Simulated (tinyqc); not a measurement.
From results back to parameters: carrier statistics of a doped semiconductor with parabolic bands. Four cases, with inputs chosen for the exercise.

Problem. With Boltzmann statistics and no minority carriers, p (p + ND)/(NA - ND - p) = K(T) = (N(T)/4) exp(-E/kB T), E the ionisation energy of the majority dopant and N = 2 (m kB T/(4 pi c))^(3/2) with c = hbar^2/2m0, in 1/angstrom^3; times 1e24 for 1/cm^3, m = m_d. The density below was computed from a hidden E.

Constants: hbar^2/2m0 = 3.80998211 eV angstrom^2; kB = 8.617333262e-05 eV/K.

Find: K(Ta); E.

Method. The left side gives K; then E = kB T ln(N/(4 K)).

Case 1.

Values chosen (near those of GaP; the results hold for these values, not for the real material): NA = 6.6e+14 1/cm^3 (acceptors); ND = 3.9e+14 1/cm^3 (donors); m_d = 0.831 m0 (density-of-states mass of the majority band); Ta = 57 K.

p(Ta) = 3.4395e+12 1/cm^3

Solution.

K(Ta) = 5.08e+12 1/cm^3
E = 0.0553 eV

Case 2.

Values chosen (near those of Ge; the results hold for these values, not for the real material): NA = 1.4e+14 1/cm^3 (acceptors); ND = 8.2e+13 1/cm^3 (donors); m_d = 0.36 m0 (density-of-states mass of the majority band); Ta = 12 K.

p(Ta) = 2.4420e+11 1/cm^3

Solution.

K(Ta) = 3.48e+11 1/cm^3
E = 0.0107 eV

Case 3.

Values chosen (near those of InSb; the results hold for these values, not for the real material): NA = 2.3e+14 1/cm^3 (acceptors); ND = 1.4e+12 1/cm^3 (donors); m_d = 0.434 m0 (density-of-states mass of the majority band); Ta = 12 K.

p(Ta) = 1.3613e+13 1/cm^3

Solution.

K(Ta) = 9.51e+11 1/cm^3
E = 0.0100 eV

Case 4.

Values chosen (near those of GaN; the results hold for these values, not for the real material): NA = 2.7e+19 1/cm^3 (acceptors); ND = 5.7e+12 1/cm^3 (donors); m_d = 1.448 m0 (density-of-states mass of the majority band); Ta = 197 K.

p(Ta) = 4.9299e+16 1/cm^3

Solution.

K(Ta) = 9.02e+13 1/cm^3
E = 0.1880 eV

Computed by tinyqc, one run a case: `OMP_NUM_THREADS=1 python tinyqc.py N N+1 out.jsonl` with N = 1680305, 1680406, 1680468, 1680574; one thread of a shared Intel(R) Xeon(R) Processor @ 2.30GHz, about 0.01 s a run at most.
